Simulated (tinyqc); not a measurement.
# Worked calculation: off-state leakage of single and stacked transistors

tinyqc, about 0.03 s, one thread, Intel Xeon 2.30GHz (shared host): `OMP_NUM_THREADS=1 python tinyqc.py 2242178 2242179 out.jsonl` Printed values are rounded.

n-channel devices of unit width. Subthreshold current I(Vg, Vs, Vd) = I0 (T/300 K)^0.5 exp[(Vg - Vs - VT(T) - gb (Vs - Vb) + dd (Vd - Vs))/(nf Vt)] (1 - exp(-(Vd - Vs)/Vt)), VT(T) = VT - cT (T - 300 K). Gate-edge tunnelling Ig (Vd/1 V) exp(ag (Vd - 1 V)), for a gate at 0 V, and band-to-band leakage Ab u exp(-Bb/u), u = Vd - Vb + 1 V, flow at a drain held at V; both are taken as independent of T. In a stack of off transistors (all gates at 0 V) the same subthreshold current passes through each.

Values chosen for this exercise; values of the order met in bulk silicon logic transistors:
```
symbol  value       unit                                             meaning
T         378          K                                         temperature
V         0.7          V                                      supply voltage
VT       0.35          V        threshold at 300 K, zero drain and body bias
cT        0.5       mV/K              fall of the threshold with temperature
I0        0.3      uA/um                       current at threshold at 300 K
nf       1.44                                                   slope factor
dd       0.08                                drain-induced lowering per volt
gb       0.22             rise of the threshold per volt of source-body bias
Ig       4e-5      uA/um                 gate-edge tunnelling current at 1 V
ag        4.4        1/V               exponential slope of the gate current
Ab          3  uA/(um V)      prefactor of band-to-band leakage at the drain
Bb         26          V                             its exponential voltage
Vb          0          V                                        body voltage
```

Constants: q = 1.602176634e-19 C, kB = 1.380649e-23 J/K, Vt = kB T/q. Results are converted to the units shown.

## Leakage of one transistor

Vg = Vs = 0, Vd = V; effective threshold VT(T) - gb Vb - dd V.

effective threshold = 0.255 V
parts (nA/um): subthreshold 1.466558, gate edge 0.007479788, band-to-band 0.001162570
total = 1.475201 nA/um
shares (%): subthreshold 99.41416, gate edge 0.5070353, band-to-band 0.07880761

The subthreshold part is the largest.

## Starting value

Vx = dd V/(1 + gb + 2 dd), the solution for Vx well above Vt, rounded to three decimals.

Vx at the start = 0.041 V

## Iteration 1: new Vx

Stack of two, Vx the node between them: I_low = I(0, 0, Vx), I_up = I(0, Vx, V), f = ln(I_up/I_low), f' = -(1 + gb + 2 dd)/(nf Vt) - 1/(Vt (exp(Vx/Vt) - 1)) - 1/(Vt (exp((V - Vx)/Vt) - 1)), Vx(new) = Vx - f/f'.

I_low = 0.3412481 nA/um
I_up = 0.4707632 nA/um
f = 0.3217456
f' = -41.59916 1/V
Vx after iteration 1 = 0.04873442 V

## Iteration 2: new Vx

As before.

I_low = 0.3747716 nA/um
I_up = 0.3799331 nA/um
f = 0.01367816
f' = -38.28211 1/V
Vx after iteration 2 = 0.04909172 V

## Course of the iteration

Stop when the step is below 1e-11 V, or after 40 iterations.

Course of the iteration:
```
iteration  Vx before the step (V)  step (V)
1                           0.041   7.73e-3
2                      0.04873442   3.57e-4
3                      0.04909172   5.83e-7
4                      0.04909231  1.54e-12
```

Converged in 4 iterations. The subthreshold current of the stack is 0.3762 nA/um, 3.90 times less than that of one transistor (the drain leakage is unchanged); the estimate exp[dd V (1 + gb + dd)/((1 + gb + 2 dd) nf Vt)] gives 3.08.
